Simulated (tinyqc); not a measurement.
Scattering of inversion-layer electrons by surface optical phonons of the gate insulator (remote phonon scattering): one step, computed by the program tinyqc.

One subband with the Fang-Howard envelope; insulator and channel are half-spaces, the gate is far away, and an interlayer only moves the polar surface away by t (its own modes and its permittivity contrast are left out).

Question. Surface modes and strengths. eps(w) = eps_inf + (eps_0s - eps_i) w1^2/(w1^2 - w^2) + (eps_i - eps_inf) w2^2/(w2^2 - w^2). Surface modes solve eps(w) + eps_s = 0, a quadratic in w^2; the strength of a mode is g = 2/(w d eps/dw). Occupation N = 1/(exp(hbar w/(k_B T)) - 1).

Inputs (values chosen for the exercise, modelled on AlN on In0.53Ga0.47As):
```
quantity                                 value  unit
static constant of the insulator eps_0s   8.88     -
intermediate constant eps_i               7.38     -
optical constant eps_inf                  4.74     -
hbar omega_TO1                            82.2   meV
hbar omega_TO2                            86.2   meV
constant of the channel eps_s             13.9     -
temperature T                              300     K
```

Constants: k_B = 8.617333262e-05 eV/K.

Give: hbar omega_SO; strengths g; occupations N; hbar omega g (2 N + 1).

Answer.

hbar omega_SO (meV): 1 83.26, 2 94.08

strengths g: 1 0.000352, 2 0.009398

occupations N: 1 0.04160, 2 0.02698

hbar omega g (2 N + 1) (meV): 1 0.0317, 2 0.9319

The upper mode has the larger hbar omega g N, the prefactor of absorption before the dependence on q: 0.00122 and 0.0239 meV.
